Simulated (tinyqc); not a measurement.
Ferroelectric switching, Landau-Khalatnikov equation: two steps of the calculation.

One domain: rho dP/dt = E - (2 al P + 4 be P^3), with al = -3 sqrt(3) Ec/(4 Pr), be = 3 sqrt(3) Ec/(8 Pr^3), so that the static loop has remanence Pr and coercive field Ec. With P in uC/cm^2, E in kV/cm, rho in ohm m and t in ns, dP/dt = [E - 2 al P - 4 be P^3]/(100 rho).

Parameters, values chosen for the exercise; remanent polarisation and coercive field close to those of strontium bismuth tantalate films:

| symbol | value | unit | meaning |
|---|---|---|---|
| Pr | 11 | uC/cm^2 | remanent polarisation |
| Ec | 41 | kV/cm | static coercive field |
| rho | 11 | ohm m | viscosity of the polarisation |
| Em | 79 | kV/cm | field amplitude |
| dt | 20 | ns | time step |

Question 1. Landau coefficients and time scales. al = -3 sqrt(3) Ec/(4 Pr), be = 3 sqrt(3) Ec/(8 Pr^3). Relaxation time at remanence tau = 100 rho/(-4 al); final state: the largest root Pf of 2 al P + 4 be P^3 = Em; relaxation time there 100 rho/(2 al + 12 be Pf^2).

Find: al; be; tau; Pf; relaxation time at Pf.

Answer 1.

al = -4.8419 kV cm/uC
be = 0.020008 kV cm^5/uC^3
tau = 56.796 ns
Pf = 13.864 uC/cm^2
relaxation time at Pf = 30.168 ns

Question 2. One time step. The constant field E = Em acts from t = 0. Explicit Euler: P(new) = P + dt dP/dt(P).

P after step 1 = -9.5636364 uC/cm^2
al = -4.8418693 kV cm/uC
be = 0.020007724 kV cm^5/uC^3

Find: dP/dt; P after step 2.

Answer 2.

dP/dt = 0.05127 uC/(cm^2 ns)
P after step 2 = -8.538 uC/cm^2

Numbers from tinyqc (`OMP_NUM_THREADS=1 python tinyqc.py 2860106 2860107 out.jsonl`; about 0.01 s on one thread of a shared Intel Xeon 2.30GHz).
